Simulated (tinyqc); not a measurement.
# Worked calculation: a spin-degenerate level with charging energy between two leads, rate equations

Numbers from tinyqc (`OMP_NUM_THREADS=1 python tinyqc.py 2780109 2780110 out.jsonl`; about 0.01 s on one thread of a shared Intel Xeon 2.30GHz). Printed values are rounded.

States 0, up, down and 2 with energies 0, e1 - Ez/2, e1 + Ez/2 and 2 e1 + U. mu_L = +V/2, mu_R = -V/2 (meV), f(x) = 1/(1 + exp(x/kB T)). A transition that adds one electron of given spin at the energy E has the rate G f(E - mu) from each lead, and its reverse G [1 - f(E - mu)]. I counts electrons leaving the left lead, times q.

Parameters, values chosen for the exercise:
```
symbol  value  unit                                 meaning
U         2.2   meV  charging energy of the second electron
e1      -2.45   meV                                   level
GL       0.25  1/ns            tunnel rate to the left lead
GR      0.092  1/ns           tunnel rate to the right lead
T        0.51     K                             temperature
V         5.2    mV                                    bias
Ez          0   meV                        Zeeman splitting
dt        1.6    ns                               time step
```

Constants: q = 1.602176634e-19 C, kB = 1.380649e-23 J/K, Vt = kB T/q. Results are converted to the units shown.

Range of the model: Rate equations need hbar G well below kB T; cotunnelling and the Kondo effect are left out.

## Transition energies and Fermi factors

Transition energies: 0-up e1 - Ez/2, 0-down e1 + Ez/2, up-2 e1 + U + Ez/2, down-2 e1 + U - Ez/2.

```
transition    E (meV)        fL          fR
0-up        -2.450000  1.000000  0.03188875
0-down      -2.450000  1.000000  0.03188875
up-2        -0.250000  1.000000  0.00000000
down-2      -0.250000  1.000000  0.00000000
```

## Rate matrix

dp/dt = W p; W_ji is the rate from state i to j, and each column sums to zero.

W (1/ns):
```
               0          up        down           2
0     -0.5058675   0.0890662   0.0890662   0.0000000
up     0.2529338  -0.3390662   0.0000000   0.0920000
down   0.2529338   0.0000000  -0.3390662   0.0920000
2      0.0000000   0.2500000   0.2500000  -0.1840000
```

## Steady state and current

Steady state: W p = 0 with sum p = 1. I = q GL sum over transitions i-j of [fL p_i - (1 - fL) p_j].

p: 0 0.0694607, up 0.1972572, down 0.1972572, 2 0.5360249
mean number of electrons = 1.466564
I = 21.36646 pA

In units of q GL GR/(GL + GR) = 10.8 pA the current is 1.98; two independent spin channels fully inside the bias window would give 2.

## Step 1: time step

p at the start: 0 1, up 0, down 0, 2 0

Explicit Euler step: p(new) = p + dt W p.

p after step 1: 0 0.1906120, up 0.4046940, down 0.4046940, 2 0.0000000

## Step 2: time step

As before.

p after step 2: 0 0.1516755, up 0.2622846, down 0.2622846, 2 0.3237552

## Relaxation from the empty dot

Stop when no probability changes by more than 1e-8 in a step, or after 400 steps.

Course of the iteration:
```
step       p(0)      p(up)    p(down)       p(2)  largest change
1     0.1906120  0.4046940  0.4046940  0.0000000           0.809
2     0.1516755  0.2622846  0.2622846  0.3237552           0.324
3     0.1036654  0.2290326  0.2290326  0.4382694           0.115
4     0.0850369  0.2112471  0.2112471  0.4924690          0.0542
5     0.0764170  0.2035496  0.2035496  0.5164838          0.0240
6     0.0725801  0.2000746  0.2000746  0.5272706          0.0108
7     0.0708583  0.1985199  0.1985199  0.5321019         4.83e-3
8     0.0700870  0.1978230  0.1978230  0.5342670         2.17e-3
...         ...        ...        ...        ...             ...
17    0.0694611  0.1972576  0.1972576  0.5360237         1.58e-6
18    0.0694609  0.1972574  0.1972574  0.5360244         7.07e-7
19    0.0694608  0.1972573  0.1972573  0.5360247         3.17e-7
20    0.0694607  0.1972572  0.1972572  0.5360248         1.42e-7
21    0.0694607  0.1972572  0.1972572  0.5360249         6.36e-8
22    0.0694607  0.1972572  0.1972572  0.5360249         2.85e-8
23    0.0694607  0.1972572  0.1972572  0.5360249         1.28e-8
24    0.0694607  0.1972572  0.1972572  0.5360249         5.72e-9
```

The steps settle after 24 steps (38.4 ns) on the steady state above. The decay rates of W are 0.339, 0.345 and 0.684 1/ns; stability needs dt below 2 over the largest, 2.92 ns.
